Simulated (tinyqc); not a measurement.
Voltage: WKB tunnelling through a gate dielectric with a two-band (Franz) dispersion.

At depth x the conduction edge lies u(x) = phi - V x/t above the electron. Parabolic: kappa = sqrt(m u/c). Franz: kappa = sqrt(m u (1 - u/Eg)/c), which vanishes at both band edges. c = hbar^2/2m0. T = exp(-2 integral of kappa dx) over the region u > 0; no image force, no prefactor, zero transverse momentum. The region ends at x_e = min(t, phi t/V); x_e < t is the Fowler-Nordheim regime.

Constants: hbar^2/2m0 = 3.80998211 eV angstrom^2.

Parameters, chosen for this exercise (of the size used for SiO2 on silicon; shifted at random, so the results belong to these values and not to a real crystal): Eg = 8.96 eV (gap of the dielectric); phi = 3.04 eV (barrier above the electron energy at the emitter); m = 0.53 m0 (mass at the conduction edge); t = 33 angstrom (thickness).

The same layer at other voltages.

Exponents 2 I and transmission:
```
V (V)      shape  x_e (angstrom)  2 I parabolic  2 I Franz   T Franz
0.25   trapezoid           33.00         42.025     34.515  1.02e-15
0.50   trapezoid           33.00         41.103     34.096  1.56e-15
1.00   trapezoid           33.00         39.168     33.104  4.20e-15
1.50   trapezoid           33.00         37.081     31.877  1.43e-14
2.00   trapezoid           33.00         34.789     30.361  6.52e-14
3.00   trapezoid           33.00         28.951     25.792  6.29e-12
4.00    triangle           25.08         21.746     19.377  3.84e-09
5.00    triangle           20.06         17.397     15.502  1.85e-07
6.00    triangle           16.72         14.497     12.918  2.45e-06
```

While the barrier is a trapezoid T rises by a factor 6.14e+03 from 0.25 to 3 V. Beyond V = phi = 3.04 V the path shortens and the exponent falls as 1/V: from 4 to 6 V it goes from 19.38 to 12.92, the ratio 0.667 = 4/6. The last row means 18.2 MV/cm; rows above about 12 MV/cm are past breakdown.

tinyqc: `OMP_NUM_THREADS=1 python tinyqc.py 1481897 1481898 out.jsonl`; about 0.01 s, one thread, shared Intel(R) Xeon(R) Processor @ 2.30GHz.
